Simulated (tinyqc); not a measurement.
# Valence-band offset from core levels (Kraut method), with the dipole against the affinity rule, step by step

Computed by the program tinyqc: `OMP_NUM_THREADS=1 python tinyqc.py 2410128 2410129 out.jsonl`, one thread of a shared Intel Xeon 2.30GHz, about 0.01 s for the whole run. Printed values are rounded.

Binding energies are counted downwards from the Fermi level. dEv > 0 means that the valence edge of B lies below that of A, dEc > 0 that the conduction edge of B lies above that of A; dEc + dEv = EgB - EgA. The spectra are made-up values treated as data.

Values chosen for this exercise; gaps and affinities close to those of In0.53Ga0.47As (A) and tantalum oxide (B):
- EgA = 0.73 eV (gap of the substrate A)
- EgB = 4.43 eV (gap of the overlayer B)
- chiA = 4.53 eV (electron affinity of A)
- chiB = 3.3 eV (electron affinity of B)
- cA = 57.59 eV (core level of bare A)
- cB = 89.57 eV (core level of thick B)
- vB = 3.76 eV (valence-band maximum of thick B)
- ei = 4.9 (relative permittivity inside the dipole layer)
- dd = 0.17 nm (thickness of the dipole layer)
- iA = 57.59 eV (core level of A under a thin film of B)
- iB = 88.15 eV (core level of B in that thin film)
- bg = 32 (background counts in the gap)

Constants: q = 1.602176634e-19 C, eps0 = 8.8541878128e-14 F/cm where lengths are in cm. Results are converted to the units shown.

## Valence-band maximum of bare A

binding energy, point 0 to 5 (eV): [0.8, 0.92, 1.04, 1.16, 1.28, 1.4]
counts on the leading edge, point 0 to 5: [406, 588, 763, 950, 1135, 1295]

Fit a straight line to the leading edge by least squares; the maximum vA lies where it meets the background.

slope = 1493.57 counts/eV
intercept = -786.762 counts
vA = 0.548191 eV

## Offsets

dEv = (iB - iA) - (cB - vB) + (cA - vA), dEc = EgB - EgA - dEv.

cA - vA = 57.0418 eV
cB - vB = 85.81 eV
iB - iA = 30.56 eV
dEv = 1.79181 eV
dEc = 1.90819 eV

The alignment is type I (straddling). Both offsets exceed 1 eV, the usual requirement for a gate dielectric. A rigid shift of all levels, by charging or doping, cancels in the differences.

## Interface dipole

The affinity rule gives dEc(0) = chiA - chiB; the dipole step is D = dEc - dEc(0), and two sheets of opposite charge dd apart hold N = eps0 ei |D|/(q dd).

dEc(0) = 1.23 eV
D = 0.678191 eV
N = 1.08028e14 cm^-2
field in the dipole layer = 39.8936 MV/cm

N is 0.15 elementary charges for each of about 7e14 surface atoms per cm^2.
